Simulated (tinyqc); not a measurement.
Inside a calculation. Model: the 3-omega method: a line heater on a substrate with a thin film. Computed by tinyqc, a small Python program that keeps every step. Command: `OMP_NUM_THREADS=1 python tinyqc.py 3023946 3023947 out.jsonl threeomega walk`. One thread of a shared host (Intel(R) Xeon(R) Processor @ 2.30GHz), about 0.01 s of CPU time with the checks. Intermediate numbers are printed to about 7 digits and carried at full precision; extremes and crossings named in words are read from the listed rows.

A current at angular frequency omega = 2 pi f heats the line at 2 omega with the amplitude P per length; the temperature swing Delta T at 2 omega gives a voltage at 3 omega. The substrate is taken as semi-infinite and isotropic, and the heat capacity of heater and film is left out.

Inputs (values chosen for the exercise, modelled on silicon nitride on silicon):
```
quantity                                    value           unit
substrate conductivity kappa                  150        W/(m K)
substrate heat capacity C                    1.68  1e6 J/(m^3 K)
heater half-width b                           3.1     micrometre
power amplitude per length P                  8.8            W/m
current frequency f                            33             Hz
film thickness t                              410             nm
film conductivity kappa_f                     2.2        W/(m K)
interface resistance R_i                       12       m^2 K/GW
substrate thickness d_s                       380     micrometre
temperature coefficient of resistance beta    3.4         1e-3/K
voltage amplitude V_1                         2.2              V
```

## Penetration depth

D = kappa/C; q = sqrt(2 i omega/D); penetration depth 1/|q| = sqrt(D/(2 omega)).

diffusivity D = 89.28571 mm^2/s

penetration depth = 464.0119 micrometre

|q| b = 0.006680864

penetration depth / d_s = 1.221084

Caution: the penetration depth exceeds a fifth of the substrate thickness, so the back face is felt and the semi-infinite formula fails.

## Temperature swing of the bare substrate

Delta T_s = (P/(pi kappa)) int_0^infinity (sin x/x)^2 / sqrt(x^2 + (q b)^2) dx with (q b)^2 = i |q b|^2, averaged over the heater width (12 Gauss-Legendre points on each of the pieces 0, 14 log-spaced edges from 1e-5 to 1, and multiples of pi to 40 pi; the tail adds 1/(4 (40 pi)^2)). For |q| b much below 1: Delta T_s = (P/(pi kappa)) [-ln(|q| b) + eta - i pi/4], eta = 3/2 - C_E = 0.92278, with Euler's C_E = 0.5772157.

in-phase Delta T_s = 0.1107621 K

out-of-phase Delta T_s = -0.01466583 K

in-phase, narrow-line form = 0.1107620 K

out-of-phase, narrow-line form = -0.01466667 K

The narrow-line form misses the in-phase part by 0.00 % and the out-of-phase part by 0.0 % at |q| b = 0.007.

## The film adds a constant step

One-dimensional flow across the film: Delta T_f = P (t/kappa_f + R_i)/(2 b); total in-phase swing Delta T = Delta T_s + Delta T_f; third-harmonic amplitude V_3 = V_1 beta |Delta T|/2 with the out-of-phase part included; the apparent film conductivity is t/(t/kappa_f + R_i).

Delta T_f = 0.2815484 K

total in-phase swing = 0.3923105 K

V_3 = 1.468266 mV

apparent film conductivity = 2.066911 W/(m K)

film share of the in-phase swing = 0.7176672

The interface lowers the apparent conductivity by 6 %. The film gives a large part of the signal.

## Conductivity from the slope

Take the in-phase swing at f and at 2f; in the narrow-line limit kappa = P ln 2/(2 pi [Delta T(f) - Delta T(2f)]), whatever the film and the heater width.

in-phase Delta T_s at 2f = 0.1042903 K

kappa from the slope = 150.0025 W/(m K)

error of the slope method = 0.001685658 %

## The window of frequencies

The slope value uses each f and 2f: kappa = P ln 2/(2 pi [Delta T(f) - Delta T(2f)]).

Bare substrate; columns: (1) f (Hz); (2) penetration depth (micrometre); (3) |q| b; (4) in-phase (K); (5) out-of-phase (K); (6) narrow-line form (K); (7) kappa from the slope (W/(m K)):
```
(1)             (2)          (3)          (4)           (5)           (6)       (7)
7.4        979.8739  0.003163672    0.1247213   -0.01466646     0.1247212  150.0006
74         309.8633   0.01000441    0.1032220   -0.01466492     0.1032218  150.0057
740        97.98739   0.03163672   0.08172478   -0.01465277    0.08172234  150.0566
3700       43.82129   0.07074186   0.06670708   -0.01460973    0.06669487  150.2822
15000      21.76409    0.1424365   0.05367476   -0.01447998    0.05362559  151.1332
74000      9.798739    0.3163672   0.03896049   -0.01399235    0.03872345  155.4289
300000     4.866598    0.6369954   0.02655591   -0.01278872    0.02565416  170.8276
1500000    2.176409     1.424365   0.01428291  -0.009730623    0.01062670  243.4653
7400000   0.9798739     3.163672  0.006560943  -0.005623661  -0.004275438  504.2849
4.40e+07  0.4018461     7.714397  0.002688714  -0.002531818   -0.02092076  1232.747
```

The slope gives kappa within 1 % up to |q| b = 0.14 (f = 15000 Hz) among these rows. The penetration depth stays under d_s/5 = 76 micrometre from f = 3700 Hz up, so a usable window lies between the two. At high f the flow turns one-dimensional: in-phase and out-of-phase parts become equal in size (ratio 0.94 in the last row) and fall as f^(-1/2) (exponent -0.50).

Checks made by the program: narrow-line limit at |q| b = 0.002 (relative difference 7e-07).
